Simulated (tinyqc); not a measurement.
Donor level screened by free carriers (Yukawa potential): one step. One-parameter trial function. Four cases, with inputs chosen for the exercise.

Task: For exp(-z r): E(z) = z^2 - 8 z^3/(2z + x)^2 in Ry*. Scan z = 0.5, 0.6, ..., 1.1, then minimise; first order gives -1 + 2x.

Potential -(q/(eps r)) exp(-ks r), q = e^2/(4 pi eps0). In units Ry* = Ry m/eps^2 and a* = a0 eps/m the problem is [-Laplacian - 2 exp(-x r)/r] psi = E psi with x = ks a*.

Case 1.

x = 0.233764
Ry* = 7.34438 meV

Case 2.

x = 0.212199
Ry* = 8.29584 meV

Case 3.

x = 0.692204
Ry* = 31.56161 meV

Case 4.

x = 0.276658
Ry* = 9.17429 meV

Give: Scan (Ry*); best z; E; binding.

Result:

Case 1.

Scan (Ry*):

| z | kinetic | potential | E |
|---|---|---|---|
| 0.5 | 0.2500 | -0.6570 | -0.4070 |
| 0.6 | 0.3600 | -0.8406 | -0.4806 |
| 0.7 | 0.4900 | -1.0280 | -0.5380 |
| 0.8 | 0.6400 | -1.2181 | -0.5781 |
| 0.9 | 0.8100 | -1.4100 | -0.6000 |
| 1.0 | 1.0000 | -1.6033 | -0.6033 |
| 1.1 | 1.2100 | -1.7977 | -0.5877 |

best z = 0.968
E = -0.6043 Ry*
binding = 4.44 meV

First order in x would give -0.532 Ry*, a rigid shift by q ks/eps; it overstates the loss of binding by 0.072 Ry*.

Case 2.

Scan (Ry*):

| z | kinetic | potential | E |
|---|---|---|---|
| 0.5 | 0.2500 | -0.6805 | -0.4305 |
| 0.6 | 0.3600 | -0.8665 | -0.5065 |
| 0.7 | 0.4900 | -1.0557 | -0.5657 |
| 0.8 | 0.6400 | -1.2472 | -0.6072 |
| 0.9 | 0.8100 | -1.4404 | -0.6304 |
| 1.0 | 1.0000 | -1.6347 | -0.6347 |
| 1.1 | 1.2100 | -1.8300 | -0.6200 |

best z = 0.973
E = -0.6354 Ry*
binding = 5.27 meV

First order in x would give -0.576 Ry*, a rigid shift by q ks/eps; it overstates the loss of binding by 0.060 Ry*.

Case 3.

Scan (Ry*):

| z | kinetic | potential | E |
|---|---|---|---|
| 0.5 | 0.2500 | -0.3492 | -0.0992 |
| 0.6 | 0.3600 | -0.4826 | -0.1226 |
| 0.7 | 0.4900 | -0.6269 | -0.1369 |
| 0.8 | 0.6400 | -0.7796 | -0.1396 |
| 0.9 | 0.8100 | -0.9390 | -0.1290 |
| 1.0 | 1.0000 | -1.1038 | -0.1038 |
| 1.1 | 1.2100 | -1.2729 | -0.0629 |

best z = 0.772
E = -0.1401 Ry*
binding = 4.42 meV

First order in x would give 0.384 Ry*, a rigid shift by q ks/eps; it overstates the loss of binding by 0.524 Ry*.

Case 4.

Scan (Ry*):

| z | kinetic | potential | E |
|---|---|---|---|
| 0.5 | 0.2500 | -0.6136 | -0.3636 |
| 0.6 | 0.3600 | -0.7925 | -0.4325 |
| 0.7 | 0.4900 | -0.9761 | -0.4861 |
| 0.8 | 0.6400 | -1.1630 | -0.5230 |
| 0.9 | 0.8100 | -1.3523 | -0.5423 |
| 1.0 | 1.0000 | -1.5435 | -0.5435 |
| 1.1 | 1.2100 | -1.7359 | -0.5259 |

best z = 0.956
E = -0.5452 Ry*
binding = 5.00 meV

First order in x would give -0.447 Ry*, a rigid shift by q ks/eps; it overstates the loss of binding by 0.099 Ry*.

Computed by tinyqc, one run a case: `OMP_NUM_THREADS=1 python tinyqc.py N N+1 out.jsonl` with N = 1252262, 1252268, 1252459, 1252617; one thread of a shared Intel(R) Xeon(R) Processor @ 2.30GHz, about 0.02 s a run at most.
